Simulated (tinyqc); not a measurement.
What each parameter does: two-band massive Dirac model of the K valleys.

Basis (conduction, valence): H = [[D/2, a t (tau kx - i ky)], [a t (tau kx + i ky), -D/2 + lam tau sz]], valley tau = +/-1, spin sz = +/-1. The gap of a spin and valley is G = D - lam tau sz. Berry curvature Omega = curl of i<u|grad u>; for the conduction band Omega_c = -tau 2 a^2 t^2 G/(G^2 + 4 a^2 t^2 k^2)^(3/2), and Omega_v = -Omega_c.

Constants: hbar^2/2m0 = 3.80998211 eV angstrom^2.

Parameters, chosen for this exercise (near those used for monolayer MoS2; shifted at random, so the results belong to these values and not to a real crystal):
- a = 3.201 angstrom (lattice constant)
- D = 1.64 eV (gap parameter)
- t = 1.14 eV (effective hopping)
- lam = 0.078 eV (half the valence spin splitting)

Flavour tau = sz = +1 at k = 0: gap G, mass c G/(a t)^2 with c = hbar^2/2m0, Omega_c, and the B - A splitting 2 lam.

Results for these values:

| case | G (eV) | mass (m0) | Omega_c (angstrom^2) | B - A (eV) |
|---|---|---|---|---|
| base | 1.5620 | 0.4469 | -10.916 | 0.1560 |

What happens to each result for lam = 0.117 eV, all else kept?

Answer: G falls from 1.5620 to 1.5230; mass falls from 0.4469 to 0.4358; Omega_c falls from -10.916 to -11.482; B - A rises from 0.1560 to 0.2340.

The same for each parameter in turn:

| case | G (eV) | mass (m0) | Omega_c (angstrom^2) | B - A (eV) |
|---|---|---|---|---|
| base | 1.5620 | 0.4469 | -10.916 | 0.1560 |
| a = 3.265 angstrom | 1.5620 | 0.4296 | -11.356 | 0.1560 |
| D = 1.476 eV | 1.3980 | 0.4000 | -13.627 | 0.1560 |
| t = 1.026 eV | 1.5620 | 0.5517 | -8.842 | 0.1560 |
| lam = 0.117 eV | 1.5230 | 0.4358 | -11.482 | 0.2340 |

The mass goes as G/(a t)^2 and the curvature as (a t)^2/G^2, so their product is -2c/G.

tinyqc: `OMP_NUM_THREADS=1 python tinyqc.py 1481353 1481354 out.jsonl`; about 0.01 s, one thread, shared Intel(R) Xeon(R) Processor @ 2.30GHz.
